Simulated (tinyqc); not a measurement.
Inside a calculation. Method: RKS/B3LYP (VWN-RPA form) in the 6-311g basis, for He, spin multiplicity 1. One step of it, computed by the program tinyqc.

Problem. Iteration 2: building the Kohn-Sham matrix. J_ij = sum D_kl (ij|kl), K_ij = sum D_kl (ik|jl); F = H + J - 0.1 K + V_xc; E = tr D H + tr D J / 2 - 0.05 tr D K + E_xc + E_nn.

D after iteration 1:
```
           1He 1s     1He 2s     1He 3s
1He 1s   0.176168   0.505635  -0.068896
1He 2s   0.505635   1.451265  -0.197745
1He 3s  -0.068896  -0.197745   0.026944
```

core Hamiltonian H = T + V (hartree):
```
           1He 1s     1He 2s     1He 3s
1He 1s  -0.449189  -2.025351  -1.309466
1He 2s  -2.025351  -1.672714  -1.363028
1He 3s  -1.309466  -1.363028  -1.211479
```

Two-electron integrals (ij|kl) in chemists' order, unique and non-zero (hartree):
```
(11|11) 2.395117   (21|11) 1.347337   (21|21) 0.798707   (22|11) 1.358411
(22|21) 0.863847   (22|22) 1.054927   (31|11) 0.614121   (31|21) 0.368625
(31|22) 0.406802   (31|31) 0.170715   (32|11) 0.842709   (32|21) 0.547009
(32|22) 0.700418   (32|31) 0.259418   (32|32) 0.476676   (33|11) 0.767030
(33|21) 0.510236   (33|22) 0.697580   (33|31) 0.244176   (33|32) 0.494732
(33|33) 0.558022
```

nuclear repulsion = 0 hartree

V_xc (hartree):
```
           1He 1s     1He 2s     1He 3s
1He 1s  -1.002265  -0.569529  -0.260065
1He 2s  -0.569529  -0.568245  -0.344227
1He 3s  -0.260065  -0.344227  -0.293902
```

E_xc = sum of w rho eps_xc = -1.10231574 hartree

Give: Coulomb J; exchange K; Kohn-Sham matrix F; total energy of this density.

Solution.

Coulomb J (hartree):
```
        1He 1s  1He 2s  1He 3s
1He 1s   3.359   2.045   0.952
1He 2s   2.045   2.330   1.507
1He 3s   0.952   1.507   1.449
```

exchange K (hartree):
```
        1He 1s  1He 2s  1He 3s
1He 1s   2.718   2.317   1.304
1He 2s   2.317   2.206   1.292
1He 3s   1.304   1.292   0.770
```

Kohn-Sham matrix F (hartree):
```
        1He 1s  1He 2s  1He 3s
1He 1s   1.635  -0.781  -0.748
1He 2s  -0.781  -0.132  -0.329
1He 3s  -0.748  -0.329  -0.133
```

total energy of this density = -2.56157 hartree
